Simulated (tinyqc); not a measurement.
Capillary instabilities by surface diffusion: grooving and agglomeration of films, edge retraction, wire break-up and smoothing of roughness: one step, computed by the program tinyqc. Command: `OMP_NUM_THREADS=1 python tinyqc.py 3015714 3015715 out.jsonl dewet walk`. One thread of a shared host (Intel(R) Xeon(R) Processor @ 2.30GHz), about 0.01 s of CPU time with the checks.

Isotropic surface energy; shapes change by surface diffusion alone.

Question. Will grooves cut through? Groove angle beta: sin(beta) = gamma_b/(2 gamma). For circular grains of radius R with spherical caps the groove ends (measured from the mean surface) at the depth R g(beta), g = (2 - 3 cos beta + cos^3 beta)/(3 sin^3 beta). The film parts if R g(beta_s) > h.

Inputs (values chosen for the exercise, of the order of those of a nickel silicide film):
```
quantity                       value   unit
surface energy gamma_s          1.57  J/m^2
grain-boundary energy gamma_b   0.52  J/m^2
film thickness h                  12     nm
grain radius R                    36     nm
```

Grooves: at the surface only.

Give: beta_s; sum of g; critical R/h; final depth over h.

Answer.

beta_s = 9.532 degrees

sum of g = 0.04179

critical R/h = 23.93

final depth over h = 0.1254

The grooves stop short by this estimate; triple junctions groove deeper and may still open.
